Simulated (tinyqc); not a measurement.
# MOS structure on a p-type body, non-linear Poisson equation by Newton steps: effects of single changes

One dimension, insulator interface at x = 0, acceptor density Na, uniform, net doping C = -(acceptor density). psi is counted from the intrinsic level: n = ni exp((psi - Vb)/Vt), p = ni exp(-psi/Vt); deep in the body psi_b = -Vt ln(Na/ni). The gate acts through Cox = eps0 eox/tox and has the potential psi_G = Vg - (phiM - chi - Vt ln(Nc/ni)). Boltzmann statistics, full ionisation, classical densities, no oxide or interface charge.

Parameters, values chosen for the exercise; band and dielectric values close to those of silicon: temperature T = 250 K; band gap Eg = 1.13 eV; relative permittivity eps_r = 11.7; conduction-band density of states at T Nc = 2.13e19 cm^-3; valence-band density of states at T Nv = 2.05e19 cm^-3; electron affinity chi = 4.13 eV; acceptor density deep in the body Na = 6e15 cm^-3; relative permittivity of the gate insulator (close to silicon dioxide) eox = 3.9; insulator thickness tox = 3 nm; gate work function phiM = 4.41 eV; electron quasi-Fermi potential against the body Vb = 0 V.

Constants: q = 1.602176634e-19 C, kB = 1.380649e-23 J/K, Vt = kB T/q, eps0 = 8.8541878128e-14 F/cm where lengths are in cm. Results are converted to the units shown.

Each table varies one quantity; the others keep the values above.

## Charge and capacitance against gate voltage

ni = sqrt(Nc Nv) exp(-Eg/(2 Vt)), Eg in volts. The Poisson equation d/dx(eps0 eps_r dpsi/dx) = -q (p - n + C), with eps0 eps_r dpsi/dx = -Cox (psi_G - psi_0) at x = 0, is solved on a mesh of about 600 nodes or more. N_inv is the integral of n less its value deep in the body. C_LF = Cox (1 - dpsi_0/dVg) with all carriers following; C_HF is the same with the electron quasi-Fermi level shifting uniformly so that N_inv stays fixed. The centroid is that of the same excess.

Result of one run:
```
Vg (V)  psi_0 - psi_b (V)  N_inv (cm^-2)  C_LF/Cox  C_HF/Cox  centroid (nm)
-0.09               0.556         1.39e5    0.0258    0.0258           7.15
```

What becomes of these results when the gate voltage against the body Vg is changed from -0.09 to 0.09 V, all else the same?

Result of the changed run:
```
Vg (V)  psi_0 - psi_b (V)  N_inv (cm^-2)  C_LF/Cox  C_HF/Cox  centroid (nm)
0.09                0.732         4.15e8    0.0250    0.0225           6.13
```

The whole series:
```
Vg (V)  psi_0 - psi_b (V)  N_inv (cm^-2)  C_LF/Cox  C_HF/Cox  centroid (nm)
-0.09               0.556         1.39e5    0.0258    0.0258           7.15
0.09                0.732         4.15e8    0.0250    0.0225           6.13
0.26                0.873        1.90e11     0.493    0.0209           4.75
0.43                0.926        1.03e12     0.799    0.0209           3.02
0.61                0.953        2.12e12     0.884    0.0209           2.16
0.78                0.970        3.22e12     0.918    0.0209           1.73
```

N_inv goes from 1.39e5 to 3.22e12 cm^-2 and passes 2e11 cm^-2 at Vg = 0.263 V. Below threshold it takes 51.8 mV a decade between Vg = -0.09 and 0.09 V, against Vt ln 10 = 49.6 mV. C_LF/Cox is lowest, 0.0250, at Vg = 0.09 V among the rows listed and ends at 0.918, while C_HF/Cox ends at 0.0209. Between the last two rows q dN_inv/dVg is 0.902 Cox. Where the classical centroid is under about 2 nm, confinement would move the charge away from the interface and raise the threshold. Above about 2e12 cm^-2 degeneracy matters too.

## Effect of the acceptor density deep in the body on threshold, swing and body effect

VT is the Vg at which N_inv = 2e11 cm^-2. m = 1/(dpsi_0/dVg) at N_inv = 1e8 cm^-2; the swing is the Vg between N_inv = 1e8 and 1e9 cm^-2; body coefficient [VT(Vb + 0.05 V) - VT(Vb)]/0.05 V - 1.

Result of one run:
```
Na (cm^-3)  VT (V)  psi_0 - psi_b at VT (V)   m - 1  swing (mV/decade)  body coefficient
4.7e15       0.257                    0.867  0.0216               51.6            0.0280
```

What becomes of these results when the acceptor density deep in the body Na is changed from 4.7e15 to 7e15 cm^-3, all else the same?

Result of the changed run:
```
Na (cm^-3)  VT (V)  psi_0 - psi_b at VT (V)   m - 1  swing (mV/decade)  body coefficient
7e15         0.267                    0.879  0.0259               51.8            0.0323
```

The whole series:
```
Na (cm^-3)  VT (V)  psi_0 - psi_b at VT (V)   m - 1  swing (mV/decade)  body coefficient
1.5e15       0.235                    0.834  0.0128               51.3            0.0186
2.2e15       0.241                    0.845  0.0152               51.4            0.0213
3.2e15       0.248                    0.856  0.0181               51.5            0.0244
4.7e15       0.257                    0.867  0.0216               51.6            0.0280
7e15         0.267                    0.879  0.0259               51.8            0.0323
1e16         0.278                    0.889  0.0306               52.0            0.0368
1.5e16       0.292                    0.902  0.0370               52.3            0.0429
```

As Na goes from 1.5e15 to 1.5e16, VT rises from 0.235 to 0.292 V, the swing rises from 51.3 to 52.3 mV/decade and the body coefficient rises from 0.0186 to 0.0429. The swing stays within 2.1 % of m Vt ln 10, and the body coefficient within 0.0064 of m - 1.

Program tinyqc, `OMP_NUM_THREADS=1 python tinyqc.py 2080016 2080017 out.jsonl`; Intel Xeon 2.30GHz, shared host, one thread, about 0.4 s.
